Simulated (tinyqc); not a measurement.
Gated graphene, quantum capacitance: one step of the calculation.

phi is the Fermi level above the Dirac point, in volts; Vg is counted from the gate voltage of charge neutrality. Ideal linear bands, no charge puddles.

Task. New phi. N0 = (2/pi)(kB T/(hbar vF))^2; n = N0 F1(phi/Vt), p = N0 F1(-phi/Vt), F1(e) = int_0^infinity u du/(1 + exp(u - e)) = -Li2(-exp(e)); Cq = q d(n - p)/dphi = (q N0/Vt) ln[2 (1 + cosh(phi/Vt))]. Newton: f = phi + q (n - p + Dit phi)/Cox - Vg, phi(new) = phi - f/(1 + (Cq + q Dit)/Cox).

Values chosen for this exercise; values close to those of graphene: temperature T = 300 K; Fermi velocity vF = 1.07e6 m/s; density of traps Dit = 2.8e12 cm^-2 eV^-1; gate voltage Vg = 0.69 V.

Constants: q = 1.602176634e-19 C, kB = 1.380649e-23 J/K, hbar = 1.054571817e-34 J s, Vt = kB T/q. Results are converted to the units shown.

phi after iteration 2 = 0.24340901 V
Cox = 1.3317421 uF/cm^2

Find: n; p; Cq; f; phi after iteration 3.

Result.

n = 3.943e12 cm^-2
p = 6.987e6 cm^-2
Cq = 5.005 uF/cm^2
f = 0.1098 V
phi after iteration 3 = 0.2219 V

Numbers from tinyqc (`OMP_NUM_THREADS=1 python tinyqc.py 2200144 2200145 out.jsonl`; about 0.01 s on one thread of a shared Intel Xeon 2.30GHz).
